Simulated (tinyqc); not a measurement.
CISD on RHF in the 6-31g basis, for H2, spin multiplicity 1, step by step. One step of it, computed by the program tinyqc.

Task: Iteration 8 (converged): orbitals. Diagonalise F' = X^T F X, C = X C', fill 1 alpha and 1 beta electrons from the bottom; D = 2 C_occ C_occ^T. Each column has its largest component positive (the first on a tie).

converged F (hartree), lower triangle:
```
           1H 1s      1H 2s      2H 1s      2H 2s
1H 1s  -0.072520
1H 2s  -0.523860  -0.340282
2H 1s  -0.588056  -0.533295  -0.072520
2H 2s  -0.533295  -0.373975  -0.523860  -0.340282
```

X:
```
               1          2          3         4
1H 1s  -0.733395   0.769637   0.915752  0.270630
1H 2s   2.296779  -0.658551   0.292413  0.316280
2H 1s   0.733395   0.769637  -0.915752  0.270630
2H 2s  -2.296779  -0.658551  -0.292413  0.316280
```

Give: F' = X^T F X; orbital energies; coefficients C; D after iteration 8.

Result:

F' = X^T F X (hartree), lower triangle:
```
         1        2       3        4
1   0.8465
2   0.0000   0.7412
3  -0.6116   0.0000  0.8805
4   0.0000  -0.1155  0.0000  -0.6016
```

orbital energies (hartree): MO1 -0.6115, MO2 0.2517, MO3 0.7510, MO4 1.4753

coefficients C:
```
          MO1      MO2      MO3      MO4
1H 1s  0.3351   0.1127   0.7438  -1.1678
1H 2s  0.2591   1.8504  -0.6831   1.3917
2H 1s  0.3351  -0.1127   0.7438   1.1678
2H 2s  0.2591  -1.8504  -0.6831  -1.3917
```

D after iteration 8, lower triangle:
```
        1H 1s   1H 2s   2H 1s   2H 2s
1H 1s  0.2246
1H 2s  0.1737  0.1343
2H 1s  0.2246  0.1737  0.2246
2H 2s  0.1737  0.1343  0.1737  0.1343
```
